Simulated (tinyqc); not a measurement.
From results back to parameters: Fermi-Dirac statistics of conduction electrons. Three cases, with inputs chosen for the exercise.

Problem. At zero temperature k_F = (3 pi^2 n)^(1/3) and E_F (1 + alpha E_F) = c k_F^2/m, c = hbar^2/2m0, m the density-of-states mass. The Fermi energies at two densities were computed from hidden m and alpha.

Constants: hbar^2/2m0 = 3.80998211 eV angstrom^2.

Case 1.

Values chosen (out of a larger set: near those of GaN, lowest valleys alone; not measured data): nA = 3e+19 1/cm^3; nB = 1e+20 1/cm^3.

E_F at nA = 0.171337 eV
E_F at nB = 0.368917 eV

Case 2.

Values chosen (out of a larger set: near those of GaAs, lowest valleys alone; not measured data): nA = 1e+19 1/cm^3; nB = 3e+19 1/cm^3.

E_F at nA = 0.221074 eV
E_F at nB = 0.415262 eV

Case 3.

Values chosen (out of a larger set: near those of Si, lowest valleys alone; not measured data): nA = 6e+20 1/cm^3; nB = 2e+21 1/cm^3.

E_F at nA = 0.221935 eV
E_F at nB = 0.447400 eV

Find: k_F at nA and nB; m; alpha.

Solution. c k^2 (1/m) - E^2 alpha = E is linear in 1/m and alpha; two densities give two equations.

Case 1.

k_F at nA and nB (1/angstrom): 0.09613  0.14360

m = 0.199 m0
alpha = 0.19 1/eV

Case 2.

k_F at nA and nB (1/angstrom): 0.06665  0.09613

m = 0.0672 m0
alpha = 0.63 1/eV

Case 3.

k_F at nA and nB (1/angstrom): 0.26093  0.38978

m = 1.05 m0
alpha = 0.53 1/eV

Computed by tinyqc, one run a case: `OMP_NUM_THREADS=1 python tinyqc.py N N+1 out.jsonl` with N = 1682209, 1682246, 1682247; one thread of a shared Intel(R) Xeon(R) Processor @ 2.30GHz, about 0.01 s a run at most.
